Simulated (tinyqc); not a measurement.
# From one set of inputs to another, one input at a time

Model: ion-assisted plasma etching: sheath, surface coverage, synergy and aspect-ratio dependence. Computed by tinyqc, a small Python program. Command: `OMP_NUM_THREADS=1 python tinyqc.py 3002268 3002269 out.jsonl etch ladder`. One thread of a shared host (Intel(R) Xeon(R) Processor @ 2.30GHz), about 0.02 s of CPU time with the checks.

Radicals adsorb on bare sites; ions remove covered sites with a high yield and bare sites by sputtering; a slow spontaneous reaction acts everywhere, walls included.

The inputs printed are set A. Set A is close to those used for silicon in a halogen plasma; the values taken over come from a set close to those used for silicon dioxide in a fluorocarbon plasma. Inputs not listed in the table keep their values of set A, so the rows need not describe a real material.

Inputs (values chosen for the exercise, close to those used for silicon in a halogen plasma):
```
quantity                                value       unit
plasma density n_e                    1.4e+11     1/cm^3
electron temperature T_e                  4.3         eV
ion mass M_i                               80          u
sheath voltage V                          240          V
radical density n                     4.4e+12     1/cm^3
radical mass M_n                           80          u
gas temperature T_g                       600          K
sticking coefficient s                   0.14          -
radicals per removed unit x                 4          -
yield slope b                            0.35  eV^(-1/2)
threshold E_th                             17         eV
sputter slope b_p                       0.025  eV^(-1/2)
sputter threshold E_p                      36         eV
spontaneous reaction probability k_c  0.00028          -
solid density N                         5e+22     1/cm^3
ion temperature T_i                      0.71         eV
aspect ratio A                              4          -
```

Feature: round hole.

Constants: e = 1.602176634e-19 C; u = 1.6605390666e-27 kg; k_B = 1.380649e-23 J/K; eps_0 = 8.8541878128e-12 F/m.

Method:
- Bohm speed u_B = sqrt(e T_e/M_i); ion flux G_i = 0.61 n_e u_B; radical flux G_n = n c/4 with c = sqrt(8 k_B T_g/(pi M_n)).
- Debye length lambda_D = sqrt(eps_0 T_e/(e n_s)) with n_s = 0.61 n_e, T_e in volts; Child-law sheath d = (sqrt2/3) lambda_D (2 V/T_e)^(3/4); ion energy E = V + T_e/2; angular spread = arctan(sqrt(T_i/E)).
- Yields: Y = b (sqrt(E) - sqrt(E_th)) on covered sites, Y_p = b_p (sqrt(E) - sqrt(E_p)) on bare ones (zero below threshold).
- Steady coverage: s G_n (1 - theta) = x Y G_i theta; removal flux = Y G_i theta + Y_p G_i (1 - theta) + k_c G_n; rate = flux/N, 1 cm/s = 6e8 nm/min.
- Lateral rate = k_c G_n/N; anisotropy = 1 - lateral/vertical; synergy = vertical/(ions alone + radicals alone), with ions alone Y_p G_i/N and radicals alone the lateral rate.
- Transmission of a round hole: K = 1/(1 + 3A/4), walls that scatter diffusely without loss. With a loss probability S = s (1 - theta) at the floor, G_b/G_n = K/(K + S - K S); theta follows G_b, and the two are solved together. Ions are taken to reach the floor unshadowed; G_b replaces G_n in every term of the rate; A is depth over diameter.

Each row keeps all changes above it:
```
input moved                              from       to  rate at the floor (nm/min)  sheath thickness (um)  synergy
set A                                       -        -                      67.961                  854.0   1.3035
plasma density n_e (1/cm^3)           1.4e+11  6.4e+10                      37.539                 1263.1   1.6470
radical density n (1/cm^3)            4.4e+12  1.8e+13                      71.673                 1263.1   3.3062
sticking coefficient s                   0.14      0.3                      97.522                 1263.1   5.2191
spontaneous reaction probability k_c  0.00028  5.1e-06                      97.182                 1263.1   5.3170
gas temperature T_g (K)                   600      300                      77.853                 1263.1   4.3196
yield slope b (eV^(-1/2))                0.35     0.23                      74.096                 1263.1   3.8915
aspect ratio A                              4       15                      48.688                 1263.1   3.8915
```

Which inputs carry the difference?

Rate at the floor goes from 68.0 to 48.7, a factor 0.716 in all. The largest single move comes from radical density n (a factor 1.91), but it runs against the net change; the largest move in the direction of the net change is plasma density n_e (a factor 0.552). Sheath thickness goes from 854 to 1260, a factor 1.48 in all. The largest single move comes from plasma density n_e (a factor 1.48). Synergy goes from 1.30 to 3.89, a factor 2.99 in all. The largest single move comes from radical density n (a factor 2.01), and gas temperature T_g works against it (a factor 0.812). The single moves hold for this order of the switches; the total does not depend on the order.

Caution (rows aspect ratio A): at this aspect ratio many ions strike the walls, so ion shadowing, left out here, adds to the lag.

Extremes, crossings and ranges named in words are read from the listed rows.
